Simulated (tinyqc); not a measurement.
Worked calculation: Keating valence-force model of a tetrahedral crystal. Computed by tinyqc, a small Python program that keeps every step. Command: `OMP_NUM_THREADS=1 python tinyqc.py 3021164 3021165 out.jsonl keating walk`. One thread of a shared host (Intel(R) Xeon(R) Processor @ 2.30GHz), about 0.02 s of CPU time with the checks. Intermediate numbers are printed to about 5 digits and carried at full precision; extremes and crossings named in words are read from the listed rows.

Atom A sits at 0 and atom B at a/4 (1,1,1) of an fcc lattice; the four bonds from A are t = a/4 (1,1,1), a/4 (1,-1,-1), a/4 (-1,1,-1), a/4 (-1,-1,1), of length d = sqrt(3) a/4. Energy: E = (3 alpha/(8 d^2)) sum over bonds (r.r - d^2)^2 + (3 beta/(8 d^2)) sum over pairs of bonds at one atom (r_i.r_j + d^2/3)^2; both atoms have the mass M. The cell holds two atoms, Omega = a^3/4. 1 N/m = 1 J/m^2. With constants fitted to the elastic moduli this model puts optical and zone-boundary frequencies of real crystals too high, by up to about 20 % in elemental crystals and up to about 50 % in compounds, and mostly by more for TA modes; in compounds the lattice part of the static dielectric constant then comes out too low.

Inputs (values chosen for the exercise, modelled on germanium):
```
quantity               value      unit
lattice constant a     5.658  angstrom
atomic mass M          72.63         u
bond stretching alpha   37.2       N/m
bond bending beta       11.8       N/m
mesh divisions n           4         -
temperature T            600         K
```

Structure: diamond.

wave vector q (2 pi/a): 0.56  0.26  0

Constants: 1 eV/angstrom^2 = 16.02176634 J/m^2; nu for 1 eV/(angstrom^2 u) = 15.6333042 THz; 1 THz = 33.35640952 1/cm; u = 1.6605390666e-27 kg; h x 1 THz = 4.135667696 meV; k_B = 8.617333262e-05 eV/K.

## Dynamical matrix at q

With displacements u exp(i q.r), each bracket changes by g.u, where g = (g_A, g_B): bond t, g = (-2 t, 2 t exp(i q.t)); pair (i, j) at A, g = (-(t_i + t_j), t_i exp(i q.t_j) + t_j exp(i q.t_i)); pair at B, g = (-t_i exp(-i q.t_j) - t_j exp(-i q.t_i), t_i + t_j). Then D_mn = sum over the 4 bonds and 12 pairs of (4 k/a^2) conj(g_m) g_n / sqrt(M_m M_n), with k = alpha or beta converted to eV/angstrom^2.

D(q) (eV/(angstrom^2 u)), lower triangle (Hermitian):
```
                  A x               A y               A z               B x
A x           0.18872
A y           0.00726           0.17103
A z  0.00000-0.00878i  0.00000-0.00314i           0.17223
B x          -0.09853           0.02672  0.00000+0.02210i           0.18872
B y           0.02672          -0.09853  0.00000+0.06174i           0.00726
B z  0.00000+0.02210i  0.00000+0.06174i          -0.09853  0.00000+0.00878i

                  B y      B z
B y           0.17103
B z  0.00000+0.00314i  0.17223
```

## Frequencies at q

Diagonalise the Hermitian matrix D. An eigenvalue lambda of D in eV/(angstrom^2 u) gives nu = 15.6333042 THz x sqrt(lambda). The weight on A is the sum of |e|^2 over the three components of atom A.

frequencies (THz): 3.1371  3.7026  4.8322  8.1531  8.5290  8.5974

weights on atom A: 0.5  0.5  0.5  0.5  0.5  0.5

With equal masses the inversion that swaps the two atoms makes every weight one half.

## Elastic constants and internal strain

C11 = (alpha + 3 beta)/a, C12 = (alpha - beta)/a, C44 = 4 alpha beta/(a (alpha + beta)); with the two sublattices clamped C44(0) = (alpha + beta)/a; internal-strain parameter zeta = (alpha - beta)/(alpha + beta); B = (C11 + 2 C12)/3.

C11 = 128.31 GPa

C12 = 44.892 GPa

C44 = 63.332 GPa

clamped C44(0) = 86.603 GPa

internal-strain parameter zeta = 0.51837

bulk modulus B = 72.699 GPa

Letting the sublattices shift lowers C44 by 27 %, which is zeta^2. A shear is shared between bond lengths and angles. The model fixes 2 C44 (C11 + C12)/((C11 - C12)(C11 + 3 C12)) = 1.000 whatever alpha and beta are.

## Optical mode at the zone centre

mu = M/2; lambda = 4 (alpha + beta)/mu with the springs in eV/angstrom^2; nu = 15.6333042 THz x sqrt(lambda).

reduced mass mu = 36.315 u

Raman frequency = 9.0736 THz

the same as a wavenumber = 302.66 1/cm

## Frequencies at the zone boundary

The formulas are those given above.

Frequencies (THz) at points given in 2 pi/a:
```
point                nu 1    nu 2    nu 3    nu 4    nu 5    nu 6
X (1, 0, 0)        4.4527  4.4527  7.1469  7.1469  7.9059  7.9059
L (0.5, 0.5, 0.5)  3.1485  3.1485  6.9169  7.0254  8.5098  8.5098
W (1, 0.5, 0)      4.9209  4.9209  6.4160  6.4160  8.2480  8.2480
K (0.75, 0.75, 0)  4.1138  5.3360  6.3408  6.7338  8.0875  8.3690
```

At X the two longitudinal modes are degenerate (7.15 THz), as the diamond symmetry demands.

## Lowest frequency at X

Take the lowest frequency at X = (1, 0, 0) 2 pi/a, the transverse acoustic (TA) mode.

TA frequency at X = 4.4527 THz

## Transverse acoustic branch against its sound line

The sound line is nu = v q/(2 pi) with v = sqrt(C44/rho), rho = (M_A + M_B)/Omega; the clamped line uses C44(0).

Frequencies (THz) along G-X; columns: (1) q (2 pi/a); (2) lowest branch; (3) sound line, relaxed C44; (4) sound line, clamped C44(0); (5) third-lowest frequency; (6) highest frequency:
```
(1)      (2)     (3)     (4)     (5)     (6)
0.05  0.3046  0.3047  0.3563  0.4335  9.0700
0.15  0.9103  0.9141  1.0690  1.2952  9.0407
0.30  1.7969  1.8283  2.1379  2.5554  8.9380
0.45  2.6329  2.7424  3.2069  3.7476  8.7549
0.60  3.3826  3.6565  4.2758  4.8433  8.4764
0.75  3.9912  4.5707  5.3448  5.8201  8.1487
0.90  4.3735  5.4848  6.4138  6.6631  7.9500
1.00  4.4527  6.0942  7.1264  7.1469  7.9059
```

At small q the branch follows the relaxed line (1.000 of it, against 0.855 of the clamped one): in a long shear wave the sublattices shift against each other. At X it reaches 73 % of the relaxed line. Real tetrahedral semiconductors have flatter TA branches than a Keating model fitted to their elastic constants, which needs longer-ranged terms to mend.

## Thermal sums on a mesh

Mesh: q = sum_i (m_i + 1/2)/n b_i, m_i = 0..n-1, with b = [[-1, 1, 1], [1, -1, 1], [1, 1, -1]] in 2 pi/a; sums over the six modes are averaged over the n^3 points and halved, per atom. With x = h nu/(k_B T) and n = 1/(exp(x) - 1) for each mode: F = k_B T [x/2 + ln(1 - exp(-x))], U = k_B T x (n + 1/2), S/k_B = x n - ln(1 - exp(-x)), C/k_B = x^2 n (n + 1). The acoustic share counts the three lowest modes at each q; zero-point energy = sum h nu/2.

free energy F = -118.61 meV/atom

entropy S = 5.3634 k_B/atom

heat capacity C = 2.9315 k_B/atom

acoustic share of C = 0.50630

zero-point energy = 38.652 meV/atom

C is 98 % of the classical value; acoustic and optical modes carry nearly equal shares.

Checks made by the program: slopes of the acoustic branches along [110] against C11, C12 and the relaxed C44 (relative difference 1e-06); zone-centre optical mode against D(q = 0) (relative difference below 1e-10); longitudinal modes at X against the diagonal of D (relative difference below 1e-10).
